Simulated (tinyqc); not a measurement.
Inside a calculation. Method: plane-wave Kohn-Sham cycle with exchange-only LDA in a layered model solid. One step of it, computed by the program tinyqc.

Question. Iteration 1: levels at that k. Diagonalise the Hermitian matrix.

H (hartree), lower triangle:
```
           -2         -1         +0         +1        +2
-2   0.636839
-1  -0.345000  -0.080334
+0  -0.015000  -0.345000  -0.275927
+1   0.000000  -0.015000  -0.345000   0.050061
+2   0.000000   0.000000  -0.015000  -0.345000  0.897629
```

Give: eigenvalues.

Answer.

eigenvalues (hartree): -0.6975  -0.1381  0.2437  0.7906  1.0295
